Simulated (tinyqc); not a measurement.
Grain growth, pinning, strength and diffusional creep of a polycrystal or thin film: one step, computed by the program tinyqc.

One mean grain size d describes the structure.

Question. Mobility and the sizes at which growth stops. M = M0 exp(-Q_m/(k_B T)). The driving pressure is 2 gamma/d. Zener pinning pressure 3 f gamma/(2 r) stops growth at d_Z = 4 r/(3 f). Grooves where boundaries meet the surface have the angle theta = arcsin(gamma/(2 gamma_s)) and are taken to stop growth at d_h = h/(2 theta), a few film thicknesses; the limit is 1/d_lim = 1/d_Z + 1/d_h.

Inputs (values chosen for the exercise, modelled on polycrystalline silicon):
```
quantity                                    value       unit
boundary energy gamma                        0.64      J/m^2
mobility prefactor M0                     2.6e-07  m^4/(J s)
activation energy of boundary motion Q_m     2.97         eV
anneal temperature T                         1404          K
particle volume fraction f                 0.0025          -
particle radius r                             7.6         nm
film thickness h                             1700         nm
surface energy gamma_s                        1.8      J/m^2
```

Sample: thin film on a substrate.

Constants: k_B = 8.617333262e-05 eV/K.

Give: mobility M; Zener size d_Z; groove angle theta; groove limit d_h; limit d_lim.

Answer.

mobility M = 5.674e-18 m^4/(J s)

Zener size d_Z = 4053 nm

groove angle theta = 0.1787 rad

groove limit d_h = 4756 nm

limit d_lim = 2188 nm

The particles set the tighter limit.
